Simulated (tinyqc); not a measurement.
Localisation in a chain with random site energies (transfer matrices), step by step. Values are carried at full precision from step to step, so a last printed digit may differ when a step is redone from the rounded ones.

Hopping -t; leads with site energy 0, E = -2t cos(ka). psi_(j+1) = ((e_j - E)/t) psi_j - psi_(j-1), a product of matrices M_j = [[(e_j - E)/t, -1], [1, 0]]. For M = M_N ... M_1 the transmission is T = 4 sin^2(ka)/|M21 - M12 + M22 exp(ika) - M11 exp(-ika)|^2. Long samples draw e_j = W (x_j/2147483647 - 1/2) from x_j = 16807 x_(j-1) mod 2147483647, starting at x0. The localisation length xi, in sites, is defined by ln T = -2N/xi on average; weak disorder gives xi = 24 (4t^2 - E^2)/W^2, and the mean free path for backscattering is xi/2.

Parameters, chosen for this exercise: t = 1.59 eV (hopping); E = -2.47 eV (energy); e = (-1.13, -0.94, -1.16, -0.19, -1.52, 0.74, -0.75, -1.66) eV (site energies of the short sample); W = 3.38 eV (full width of the disorder); a = 4.7 angstrom (spacing).

## The product of transfer matrices

Multiply site by site and give T for each length.

Running product:
```
j  (e_j - E)/t      M11      M12      M21      M22       T
1       0.8428   0.8428  -1.0000   1.0000   0.0000  0.7585
2       0.9623  -0.1890  -0.9623   0.8428  -1.0000  0.8172
3       0.8239  -0.9985   0.2072  -0.1890  -0.9623  0.9555
4       1.4340  -1.2428   1.2594  -0.9985   0.2072  0.9301
5       0.5975   0.2560   0.5453  -1.2428   1.2594  0.8229
6       2.0189   1.7596  -0.1586   0.2560   0.5453  0.6648
7       1.0818   1.6474  -0.7168   1.7596  -0.1586  0.7809
8       0.5094  -0.9203  -0.2066   1.6474  -0.7168  0.3104
```

T is 0.3104 for the whole sample and does not fall steadily (it rises at j = 2, 3 and 7): reflected waves interfere. The determinant of M stays 1.

## The same sites added without interference

One site alone reflects R_j = e_j^2/(e_j^2 + 4t^2 - E^2); incoherent addition sums R/(1 - R), and T = 1/(1 + sum).

R_j: [0.2415, 0.1805, 0.2512, 0.0089, 0.3655, 0.1201, 0.1230, 0.4072]

sum of R/(1 - R) = 2.4226
T without interference = 0.2922

The coherent product gives 0.3104 for this sample.

## Weak-disorder lengths

Form ka, xi, xi a and the mean free path xi a/2.

ka = 0.6813 rad
xi = 8.43 sites

lengths (nm): localisation 3.961, mean free path 1.980

The formula needs xi well above one site.

## Checks

- T from the product against the Green function: both 0.31042.

(tinyqc, `OMP_NUM_THREADS=1 python tinyqc.py 1481608 1481609 out.jsonl`, Intel(R) Xeon(R) Processor @ 2.30GHz, 1 thread, shared host, about 0.07 s.)
